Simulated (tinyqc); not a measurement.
Hopping conduction between localised states: one step, computed by the program tinyqc. Command: `OMP_NUM_THREADS=1 python tinyqc.py 3027635 3027636 out.jsonl hop walk`. One thread of a shared host (Intel(R) Xeon(R) Processor @ 2.30GHz), about 0.01 s of CPU time with the checks.

Energies are counted from the Fermi level. A small network shows the mechanism; the laws of an infinite system follow.

Task: Pair exponents. Miller-Abrahams exponent s_ij = 2 r_ij/xi + (|E_i| + |E_j| + |E_i - E_j|)/(2 k_B T); G_ij = G_0 exp(-s_ij). The diagonal is set to 0 and not used.

Inputs (values chosen for the exercise, for a model amorphous semiconductor): localisation length xi = 0.49 nm; temperature T = 65 K.

Dimension: 3D.

sites of the small network (nm, nm, meV):
```
      x     y  energy
1     0  1.11    0.08
2  0.52  0.83   15.78
3  1.54  1.22   -4.42
4  2.21   1.1    4.26
5  2.82  1.34   11.39
6  3.52  1.14   16.68
7  4.08  1.27    7.18
8   4.7  0.62    1.16
```

Constants: k_B = 8.617333262e-05 eV/K.

Give: s_ij.

Result:

s_ij, lower triangle (symmetric):
```
        1       2       3       4       5      6      7      8
1   0.000
2   5.228   0.000
3   7.105   8.064   0.000
4   9.781   9.803   4.328   0.000
5  13.582  12.433   8.070   4.709   0.000
6  17.346  15.288  11.855   8.327   5.949  0.000
7  17.948  17.458  12.440   8.946   7.184  5.324  0.000
8  19.495  19.900  14.125  11.111  10.250  8.241  4.948  0.000
```
